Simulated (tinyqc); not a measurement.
Off-state leakage of single and stacked transistors: two steps of the calculation.

n-channel devices of unit width. Subthreshold current I(Vg, Vs, Vd) = I0 (T/300 K)^0.5 exp[(Vg - Vs - VT(T) - gb (Vs - Vb) + dd (Vd - Vs))/(nf Vt)] (1 - exp(-(Vd - Vs)/Vt)), VT(T) = VT - cT (T - 300 K). Gate-edge tunnelling Ig (Vd/1 V) exp(ag (Vd - 1 V)), for a gate at 0 V, and band-to-band leakage Ab u exp(-Bb/u), u = Vd - Vb + 1 V, flow at a drain held at V; both are taken as independent of T. In a stack of off transistors (all gates at 0 V) the same subthreshold current passes through each.

Inputs (values chosen for the exercise); values of the order met in bulk silicon logic transistors: temperature T = 398 K; supply voltage V = 0.9 V; threshold at 300 K, zero drain and body bias VT = 0.38 V; fall of the threshold with temperature cT = 0.6 mV/K; current at threshold at 300 K I0 = 0.21 uA/um; slope factor nf = 1.28; drain-induced lowering per volt dd = 0.09; rise of the threshold per volt of source-body bias gb = 0.19; gate-edge tunnelling current at 1 V Ig = 9e-5 uA/um; exponential slope of the gate current ag = 3.9 1/V; prefactor of band-to-band leakage at the drain Ab = 8 uA/(um V); its exponential voltage Bb = 24 V; body voltage Vb = 0 V.

Constants: q = 1.602176634e-19 C, kB = 1.380649e-23 J/K, Vt = kB T/q. Results are converted to the units shown.

Problem 1. Leakage of one transistor. Vg = Vs = 0, Vd = V; effective threshold VT(T) - gb Vb - dd V.

Give: effective threshold; parts; total; shares.

Solution 1.

effective threshold = 0.2402 V
parts (nA/um): subthreshold 1.017, gate edge 0.05484, band-to-band 0.04966
total = 1.122 nA/um
shares (%): subthreshold 90.68, gate edge 4.890, band-to-band 4.428

The subthreshold part is the largest.

Problem 2. New Vx. Stack of two, Vx the node between them: I_low = I(0, 0, Vx), I_up = I(0, Vx, V), f = ln(I_up/I_low), f' = -(1 + gb + 2 dd)/(nf Vt) - 1/(Vt (exp(Vx/Vt) - 1)) - 1/(Vt (exp((V - Vx)/Vt) - 1)), Vx(new) = Vx - f/f'.

Vx after iteration 1 = 0.064354100 V

Give: I_low; I_up; f; f'; Vx after iteration 2.

Solution 2.

I_low = 0.15529 nA/um
I_up = 0.15576 nA/um
f = 0.0030104
f' = -36.480 1/V
Vx after iteration 2 = 0.064437 V

tinyqc, about 0.03 s, one thread, Intel Xeon 2.30GHz (shared host): `OMP_NUM_THREADS=1 python tinyqc.py 2242218 2242219 out.jsonl`
